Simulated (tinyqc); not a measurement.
Exchange-only LDA atom on a uniform radial grid, spin-unpolarised, for Be(2+), step by step. Computed by tinyqc, a small Python program that keeps every step. Settings: Z = 4, points = 192, R = 5.7, functional = Slater exchange alone, mixing = 0.4, iteration cap = 50. Command: `OMP_NUM_THREADS=1 python tinyqc.py 31666 31667 out.jsonl` (the two numbers bound the seeds that draw the settings). One thread of a shared host (Intel(R) Xeon(R) Processor @ 2.60GHz), about 0.2 s of CPU time with the checks. Later iterations appear only in the table of the cycle.

## Iteration 1

Spherical atom on a uniform radial grid r_j = j h with h = R/(N + 1), h sum u^2 = 1 and integrals as h times sums, u(0) = u(R) = 0 (atomic units):
```
parameter           value
Z                       4
points N              192
R                5.700000
h                0.029534
mixing           0.400000
electrons in 1s         2
```

Three-point differences turn -u''/2 + [l(l+1)/2r^2 - Z/r + V] u = e u into a tridiagonal matrix (diagonal 1/h^2 + potential, off-diagonal -1/2h^2). D = sum f u^2; the Hartree potential y/r solves y'' = -D/r with y(0) = 0, y(R) = N_e; v_xc comes from rho = D/(4 pi r^2); E = sum f e - int D V + int D (V_H/2 + eps_xc); V(new) = V + mixing (V_H + v_xc - V).

eigenvalues (hartree): 1s -7.972281

Every 12th grid point:
```
r             V in     u(1s)         D       V_H       v_xc
0.354404  0.000000  1.373644  3.773793  4.840347  -1.316782
0.708808  0.000000  0.667827  0.891986  2.784044  -0.512886
1.063212  0.000000  0.243509  0.118593  1.879064  -0.199769
1.417617  0.000000  0.078925  0.012458  1.410705  -0.077810
1.772021  0.000000  0.023982  0.001150  1.128648  -0.030307
2.126425  0.000000  0.006996  0.000098  0.940545  -0.011804
2.480829  0.000000  0.001984  0.000008  0.806182  -0.004598
2.835233  0.000000  0.000551  6.08e-07  0.705409  -0.001791
3.189637  0.000000  0.000151  4.54e-08  0.627031  -0.000698
3.544041  0.000000  0.000041  3.31e-09  0.564327  -0.000272
3.898446  0.000000  0.000011  2.37e-10  0.513025  -0.000106
4.252850  0.000000  2.89e-06  1.67e-11  0.470273  -0.000041
4.607254  0.000000  7.60e-07         0  0.434098  -0.000016
4.961658  0.000000  1.98e-07         0  0.403091   0.000000
5.316062  0.000000  4.90e-08         0  0.376218   0.000000
5.670466  0.000000  2.71e-09         0  0.352705   0.000000
```

total energy = -13.09085967 hartree

## Iteration 2

As before.

eigenvalues (hartree): 1s -6.558268

Every 12th grid point:
```
r             V in     u(1s)         D       V_H       v_xc
0.354404  1.409426  1.357842  3.687467  4.750593  -1.306664
0.708808  0.908463  0.708713  1.004549  2.772459  -0.533611
1.063212  0.671718  0.282488  0.159598  1.877889  -0.220555
1.417617  0.533158  0.101040  0.020418  1.410598  -0.091739
1.772021  0.439337  0.034093  0.002325  1.128639  -0.038317
2.126425  0.371496  0.011093  0.000246  0.940545  -0.016052
2.480829  0.320634  0.003521  0.000025  0.806182  -0.006739
2.835233  0.281447  0.001097  2.41e-06  0.705409  -0.002834
3.189637  0.250533  0.000337  2.28e-07  0.627031  -0.001194
3.544041  0.225622  0.000103  2.11e-08  0.564327  -0.000503
3.898446  0.205168  0.000031  1.91e-09  0.513025  -0.000212
4.252850  0.188093  0.000009  1.71e-10  0.470273  -0.000090
4.607254  0.173633  2.75e-06  1.51e-11  0.434098  -0.000038
4.961658  0.161236  8.09e-07         0  0.403091  -0.000016
5.316062  0.150487  2.23e-07         0  0.376218   0.000000
5.670466  0.141082  1.30e-08         0  0.352705   0.000000
```

total energy = -13.19127320 hartree

## Iteration 3

As before.

eigenvalues (hartree): 1s -5.759371

Every 12th grid point:
```
r             V in     u(1s)         D       V_H       v_xc
0.354404  2.223227  1.346266  3.624864  4.692842  -1.299228
0.708808  1.440617  0.732055  1.071808  2.763965  -0.545264
1.063212  1.065965  0.307526  0.189144  1.876888  -0.233402
1.417617  0.847438  0.116635  0.027207  1.410491  -0.100951
1.772021  0.699731  0.041897  0.003511  1.128628  -0.043961
2.126425  0.592695  0.014555  0.000424  0.940544  -0.019238
2.480829  0.512157  0.004943  0.000049  0.806182  -0.008450
2.835233  0.449898  0.001651  0.000005  0.705409  -0.003722
3.189637  0.400655  0.000545  5.94e-07  0.627031  -0.001643
3.544041  0.360903  0.000178  6.34e-08  0.564327  -0.000726
3.898446  0.328226  0.000058  6.66e-09  0.513025  -0.000322
4.252850  0.300929  0.000019  6.90e-10  0.470273  -0.000143
4.607254  0.277804  0.000006  7.07e-11  0.434098  -0.000063
4.961658  0.257972  1.88e-06         0  0.403091  -0.000028
5.316062  0.240780  5.52e-07         0  0.376218   0.000000
5.670466  0.225731  3.32e-08         0  0.352705   0.000000
```

total energy = -13.22596676 hartree

## Convergence

Stop when input and output potentials agree to 1e-7.

Course of the cycle (hartree):
```
iteration             E      e(1s)  largest |V(out) - V(in)|
1          -13.09085967  -7.972281                  4.88e+00
2          -13.19127320  -6.558268                  2.72e+00
3          -13.22596676  -5.759371                  1.51e+00
4          -13.23720534  -5.306699                  8.33e-01
5          -13.24069193  -5.049481                  4.60e-01
6          -13.24174539  -4.902913                  2.56e-01
7          -13.24205909  -4.819160                  1.43e-01
8          -13.24215189  -4.771165                  8.02e-02
9          -13.24217931  -4.743583                  4.54e-02
10         -13.24218743  -4.727689                  2.59e-02
11         -13.24218985  -4.718505                  1.49e-02
...                 ...        ...                       ...
24         -13.24219089  -4.705773                  1.49e-05
25         -13.24219089  -4.705767                  8.88e-06
26         -13.24219089  -4.705764                  5.29e-06
27         -13.24219089  -4.705762                  3.15e-06
28         -13.24219089  -4.705761                  1.87e-06
29         -13.24219089  -4.705761                  1.12e-06
30         -13.24219089  -4.705760                  6.65e-07
31         -13.24219089  -4.705760                  3.97e-07
32         -13.24219089  -4.705760                  2.37e-07
33         -13.24219089  -4.705760                  1.41e-07
34         -13.24219089  -4.705760                  8.44e-08
```

Converged in 34 iterations. A uniform grid resolves the cusp poorly: for a bare nucleus this grid gives 1s at -7.97228 against -Z^2/2 = -8 hartree. Before convergence this energy mixes input and output and is not variational, so it may rise towards its limit.
